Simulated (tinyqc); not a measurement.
Comparisons within one model: eight-band Kane k.p model. A value that a table varies takes the place of the one given here.

Eight-band Kane model, basis S, X, Y, Z times spin, zero of energy at the top of the unstrained valence band, c = hbar^2/2m0. Within each spin: H_SS = Eg + A c k^2, H_SX = i P kx (likewise Y, Z), H_XX = -Dso/3 + L kx^2 + M (ky^2 + kz^2), H_XY = N kx ky, and cyclic. Spin-orbit term (Dso/3) L.sigma on X, Y, Z with (L_k)_ij = -i epsilon_kij: <X+|H|Y+> = -i Dso/3, <X+|H|Z-> = Dso/3, <Y+|H|Z-> = -i Dso/3, <Z+|H|X-> = -Dso/3, <Z+|H|Y-> = i Dso/3, <X-|H|Y-> = i Dso/3, and their conjugates; + and - are the spin along z. Terms from inversion asymmetry are left out, so every level is twofold.

P = sqrt(Ep c); A = 1/me - Ep (Eg + 2 Dso/3)/(Eg (Eg + Dso)) keeps the electron mass; g1' = g1 - Ep/(3 Eg), g2' = g2 - Ep/(6 Eg), g3' = g3 - Ep/(6 Eg) remove the coupling to S that the Luttinger values already hold; L = -c (g1' + 4 g2'), M = -c (g1' - 2 g2'), N = -6 c g3'.

Constants: hbar^2/2m0 = 3.80998211 eV angstrom^2.

Inputs chosen for the exercise (near those of InAs; shifted at random, so the results belong to these values and not to a real crystal): Eg = 0.409 eV (gap at Gamma to the s-like level); Dso = 0.383 eV (spin-orbit splitting); Ep = 22.1 eV (Kane energy); me = 0.0268 m0 (electron mass at Gamma); g1 = 19.87 (Luttinger gamma1); g2 = 8.47 (gamma2); g3 = 9.23 (gamma3); kmax = 0.06 1/angstrom (end of the path).

## Non-parabolicity of the conduction band

Unstrained, along [111], six points up to kmax. Parabolic: E = c k^2/me. Two-band form: E (1 + alpha E) = c k^2/me with alpha = (1 - me)^2/Eg. The column alpha(k) solves that form for alpha with the eight-band energy. Energies from the conduction edge.

Energies:
```
|k| (1/angstrom)  parabolic (eV)  two-band (eV)  eight-band (eV)  alpha(k) (1/eV)  parabolic / eight-band
0.0100                    0.0142         0.0138           0.0137            2.890                   1.040
0.0200                    0.0569         0.0509           0.0496            2.955                   1.147
0.0300                    0.1279         0.1033           0.0984            3.051                   1.300
0.0400                    0.2275         0.1647           0.1531            3.171                   1.486
0.0500                    0.3554         0.2314           0.2097            3.312                   1.695
0.0600                    0.5118         0.3014           0.2661            3.470                   1.923
```

alpha = 2.316 1/eV

What can be read from the table?

At the last point the parabola lies a factor 1.92 above the eight-band value, and the two-band form 35.3 meV above it. The parabola stays within 5 % up to |k| = 0.0100 1/angstrom of the points listed. alpha(k) goes from 2.890 to 3.470 1/eV, a spread of 20.1 % over this range; the simple rule gives 2.316, 20 % below the first value, as it knows neither Dso nor the remote terms.

## Four, six or eight bands for the holes

Unstrained, along [110]. Six bands: the X, Y, Z block alone with the full g1, g2, g3 in L, M, N. Four bands: the same with Dso sent to infinity. HH, LH and SO name the pairs from the top.

Valence levels (eV):
```
|k| (1/angstrom)     HH 4     HH 6     HH 8     LH 4     LH 6     LH 8     SO 6     SO 8
0.0100            -0.0007  -0.0007  -0.0007  -0.0145  -0.0142  -0.0139  -0.3908  -0.3873
0.0200            -0.0027  -0.0027  -0.0027  -0.0579  -0.0536  -0.0497  -0.4175  -0.4010
0.0300            -0.0061  -0.0060  -0.0060  -0.1302  -0.1078  -0.0962  -0.4735  -0.4262
0.0400            -0.0108  -0.0107  -0.0107  -0.2314  -0.1609  -0.1432  -0.5749  -0.4661
0.0500            -0.0169  -0.0165  -0.0165  -0.3616  -0.2020  -0.1847  -0.7323  -0.5229
0.0600            -0.0244  -0.0234  -0.0235  -0.5207  -0.2320  -0.2187  -0.9452  -0.5965
```

What can be read from the table?

At |k| = 0.0600 the heavy holes of the three models span 1.0 meV and the light holes 302.0 meV. The split-off band moves the light hole by +288.7 meV and treating the conduction band exactly moves it by +13.3 meV more; the split-off band matters more here, where the four-band light-hole energy is 1.36 times Dso and 1.27 times Eg. The four-band light hole has even passed below -Dso = -0.383 eV, where that model has no meaning.

## What each parameter does

Unstrained; levels at |k| = kmax along [111], all derived values formed anew. Each row changes one parameter from the base and keeps the others.

Results:
```
case             conduction (eV)  heavy hole (eV)  light hole (eV)  split-off (eV)
base                      0.6751          -0.0193          -0.2144         -0.6017
Eg = 0.4499 eV            0.7205          -0.0193          -0.2123         -0.6245
Dso = 0.3447 eV           0.6730          -0.0193          -0.2022         -0.5799
Ep = 19.89 eV             0.6722          -0.0193          -0.2103         -0.6149
me = 0.0241 m0            0.7144          -0.0193          -0.2086         -0.5895
g1 = 17.883               0.6841           0.0079          -0.1900         -0.5806
g2 = 9.317                0.6751          -0.0193          -0.2144         -0.6017
g3 = 10.153               0.6599           0.0060          -0.1975         -0.6287
```

What does this show?

The largest shifts from the base row, up to three for each result and ties (the steps differ in size, so this ranks the rows, not the parameters). conduction (eV): Eg +0.0454, me +0.0393, g3 -0.0152; unchanged at the printed digits by g2. heavy hole (eV): g1 +0.0273, g3 +0.0253; unchanged at the printed digits by Eg, Dso, Ep, me and g2. light hole (eV): g1 +0.0244, g3 +0.0169, Dso +0.0122; unchanged at the printed digits by g2. split-off (eV): g3 -0.0271, Eg -0.0228, Dso +0.0217; unchanged at the printed digits by g2. Along [111] the heavy hole follows g1 - 2 g3 alone.

Computed by tinyqc, a small Python program: `OMP_NUM_THREADS=1 python tinyqc.py 1050173 1050174 out.jsonl` (the numbers bound the seed that draws the inputs); one thread of a shared host (Intel(R) Xeon(R) Processor @ 2.30GHz), about 0.01 s for the whole set of steps.
